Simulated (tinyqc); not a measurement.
Resistance of a source-drain extension with a graded tip: one step of the calculation.

y runs along the channel, the gate covers y > 0. The doping is N0 for y < y0 and N0 10^(-(y - y0)/la) beyond, uniform over the depth xj. Sheet conductance s(y) = q mu(N) max(N - Nch, 0) xj + (for y > 0) ma Cox Vo, with mu(N) = u0 + (u1 - u0)/(1 + (N/Nr)^au) and Cox = eps0 eox/tox. Current is taken as one-dimensional; depletion of the tip, spreading and the contact are left out. The metallurgical junction lies at yj, where N = Nch.

Task. Resistance of the overlapped part. Midpoint rule on 10 equal steps from 0 to yj: R_ov = sum h/s(y), per width.

Values chosen for this exercise; mobility law close to that of holes in silicon:
- eox = 3.9 (relative permittivity of the gate insulator (close to silicon dioxide))
- tox = 2.3 nm (insulator thickness)
- N0 = 2.2e20 cm^-3 (active doping of the extension far from the gate)
- la = 1.7 nm/decade (lateral abruptness)
- y0 = -0.2 nm (position under the gate where the fall begins (gate edge at 0))
- xj = 11 nm (depth of the extension)
- Nch = 2.5e18 cm^-3 (channel doping)
- Vo = 0.75 V (gate overdrive)
- ma = 72 cm^2/(V s) (mobility of the gate-induced layer)
- u1 = 470.5 cm^2/(V s) (mobility at low doping)
- u0 = 44.9 cm^2/(V s) (mobility at high doping)
- Nr = 2.23e17 cm^-3 (reference doping)
- au = 0.719 (exponent)

Constants: q = 1.602176634e-19 C, eps0 = 8.8541878128e-14 F/cm where lengths are in cm. Results are converted to the units shown.

Wanted: y; N; doped conductance; sheet resistance; R_ov.

Result.

```
point	y (nm)	N (cm^-3)	doped conductance (uS)	sheet resistance (ohm/square)
0	0.1553	1.360e20	1155	809.2
1	0.4658	8.928e19	773.1	1171
2	0.7764	5.862e19	519.4	1665
3	1.087	3.849e19	349.7	2321
4	1.398	2.528e19	235.3	3160
5	1.708	1.660e19	157.2	4197
6	2.019	1.090e19	102.7	5442
7	2.329	7.156e18	63.48	6918
8	2.640	4.699e18	33.98	8692
9	2.950	3.085e18	10.40	1.093e4
```

R_ov = 14.07 ohm um

Program tinyqc, `OMP_NUM_THREADS=1 python tinyqc.py 2282227 2282228 out.jsonl`; Intel Xeon 2.30GHz, shared host, one thread, about 0.04 s.
